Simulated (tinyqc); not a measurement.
Worked calculation: charge neutrality of a doped semiconductor with incomplete ionisation. Computed by tinyqc, a small Python program that keeps every step. Command: `OMP_NUM_THREADS=1 python tinyqc.py 3012856 3012857 out.jsonl dopant walk`. One thread of a shared host (Intel(R) Xeon(R) Processor @ 2.30GHz), about 0.04 s of CPU time with the checks. Intermediate numbers are printed to about 5 digits and carried at full precision; extremes and crossings named in words are read from the listed rows.

Energies are counted from the top of the valence band; E_D is measured down from the conduction band and E_A up from the valence band.

Inputs (values chosen for the exercise, modelled on 4H-SiC):
```
quantity,value,unit
gap at 0 K E_g0,3.24,eV
Varshni alpha,0.000332,eV/K
Varshni beta,716,K
electron mass m_e,0.397,m_0
valleys M_c,3,-
hole mass m_h,2.04,m_0
donor density N_D,0,cm^-3
acceptor density N_A,1e+18,cm^-3
acceptor depth E_A,0.195,eV
acceptor degeneracy g_A,4,-
temperature T,300,K
iteration cap,60,-
```

Doping: p-type. Statistics of the bands: Fermi-Dirac. Solver: Newton steps on the logarithm. Start of Newton steps: intrinsic level E_i.

ratios u of density to N: [0.017, 0.059, 0.21, 0.71, 2.4, 8.5, 29]

Constants: m_0 = 9.1093837015e-31 kg; k_B = 1.380649e-23 J/K; h = 6.62607015e-34 J s; k_B = 8.617333262e-05 eV/K.

## Gap and effective densities of states

E_g = E_g0 - alpha T^2/(T + beta). N_c = 2 M_c (2 pi m_e k_B T/h^2)^(3/2) and N_v = 2 (2 pi m_h k_B T/h^2)^(3/2), masses in units of m_0. n_i = sqrt(N_c N_v) exp(-E_g/(2 k_B T)); E_i = E_g/2 + (k_B T/2) ln(N_v/N_c).

gap E_g = 3.2106 eV

N_c = 1.8831e+19 cm^-3

N_v = 7.3117e+19 cm^-3

k_B T = 0.025852 eV

intrinsic density n_i = 3.9965e-08 cm^-3

intrinsic level E_i = 1.6228 eV

## Charges at trial Fermi levels

n = N_c F_1/2((E_F - E_g)/k_B T), p = N_v F_1/2(-E_F/k_B T). F_1/2(eta) = (2/sqrt(pi)) int_0^infinity sqrt(x)/(1 + exp(x - eta)) dx, by the trapezoid rule in t = sqrt(x) with step 0.02 up to t = 12 (for eta < -12 by exp(eta) - exp(2 eta)/2^(3/2)). N_A- = N_A/(1 + g_A exp((E_A - E_F)/k_B T)). Neutrality: p + N_D+ = n + N_A-; the log ratio is ln[(p + N_D+)/(n + N_A-)]. The last column is ln[(p + N_D+)/(n + N_A-)], which vanishes at neutrality; trial levels are the majority level plus multiples of k_B T, rounded to 0.1 meV.

Densities (cm^-3):
```
E_F (eV),n,p,N_D+,N_A-,log ratio
0.1174,2.0491e-33,7.7652e+17,0,1.2273e+16,4.1474
0.1691,1.5139e-32,1.0545e+17,0,8.4081e+16,0.2264
0.2209,1.1228e-31,1.4224e+16,0,4.0506e+17,-3.3491
0.2726,8.2949e-31,1.9255e+15,0,8.3416e+17,-6.0713
0.3501,1.6625e-29,9.6072e+13,0,9.9018e+17,-9.2405
```

The log ratio changes sign between 0.1691 and 0.2209 eV.

## Solving for the Fermi level

Newton steps from the start named, with the slope from a central difference of 1e-6 eV; the function is the log ratio y = ln[(p + N_D+)/(n + N_A-)]; the bracket -0.3 to E_g + 0.3 eV is narrowed by the sign of y at each step, and a step that would leave it is replaced by its midpoint; stop when |log ratio| < 1e-9.

Course of the iteration:
```
step,E_F (eV),log ratio
1,1.6228,-5.8482e+01
2,0.1110,4.6420e+00
3,0.1714,5.6693e-02
4,0.1722,3.6659e-05
5,0.1722,1.5451e-11
```

Fermi level E_F (last iterate) = 0.17216 eV

converged (1 yes, 0 no) = 1

steps = 5

Converged in 5 steps.

## Densities at the solution

The formulas are those given above.

majority density p = 9.3669e+16 cm^-3

minority density n = 1.7043e-32 cm^-3

ionised share of the acceptors = 0.093669

distance of E_F from the majority band edge = 0.17216 eV

p is 9.37 % of the net doping; n p / n_i^2 = 0.9995.

## The closed form for the extrinsic range

With Boltzmann statistics, no electrons and every donor ionised, p (p + N_D) = p1 (N_A - N_D - p) with p1 = (N_v/g_A) exp(-E_A/k_B T). Take the positive root.

p1 = 9.6850e+15 cm^-3

p from the quadratic = 9.3689e+16 cm^-3

Against the full solution, 9.3669e16 cm^-3, the quadratic is off by 0.022 %.

## Carrier density against temperature

Neutrality is solved by bisection at each T. The last column is -k_B d ln(p T^-3/4)/d(1/T) from this row and the one above; it turns negative as ionisation nears completion, when the density grows more slowly than that power of T.

Against temperature:
```
T (K),p (cm^-3),E_F from the band edge (eV),ionised share,activation energy (eV)
81,1.3744e+12,0.11046,1.3744e-06,-
100,2.2874e+13,0.11487,2.2874e-05,0.097500
140,7.4597e+14,0.12486,7.4597e-04,0.097489
210,1.4847e+16,0.14417,1.4847e-02,0.097241
300,9.3669e+16,0.17216,9.3669e-02,0.094975
320,1.2245e+17,0.17892,1.2245e-01,0.090808
500,4.7332e+17,0.25013,4.7332e-01,0.077927
600,6.4741e+17,0.29810,6.4741e-01,0.045623
750,8.1293e+17,0.37955,8.1293e-01,0.015589
```

Between the two coldest rows the activation energy is 0.0975 eV, 0.50 of the dopant depth: without compensation E_F sits halfway between level and band, so half the depth shows. No row comes within 10 % of the net doping.

## Reduced Fermi level from a carrier density

For u = density/N of the majority band, eta solves F_1/2(eta) = u (bisection). Boltzmann: ln u. Joyce-Dixon: ln u + u/sqrt(8) - 4.95009e-3 u^2 + 1.48386e-4 u^3 - 4.42563e-6 u^4. Degenerate limit: (3 sqrt(pi) u/4)^(2/3). The last column is (eta - ln u) k_B T.

Eta by four rules:
```
u,density (cm^-3),exact,Boltzmann,Joyce-Dixon,degenerate,Boltzmann error (meV)
0.017,1.2430e+18,-4.069,-4.0745,-4.0685,0.080,1.5534e-01
0.059,4.3139e+18,-2.809,-2.8302,-2.8094,0.183,5.3882e-01
0.21,1.5355e+19,-1.487,-1.5606,-1.4866,0.427,1.9138e+00
0.71,5.1913e+19,-0.094,-0.3425,-0.0939,0.962,6.4263e+00
2.4,1.7548e+20,1.697,0.8755,1.6974,2.167,2.1248e+01
8.5,6.2149e+20,4.860,2.1401,4.8557,5.035,7.0309e+01
29,2.1204e+21,11.339,3.3673,9.9461,11.412,2.0608e+02
```

Boltzmann statistics place E_F within 1 meV of the exact value up to u = 0.0590 of those listed and miss by 206 meV at u = 29. Joyce-Dixon stays within 0.01 in eta up to u = 8.50; the degenerate limit is still 0.64 % high at the last u. Past u of about 10 the Joyce-Dixon series fails. A parabolic band is assumed throughout.

Checks made by the program: neutrality at the solution (relative difference 1e-10).
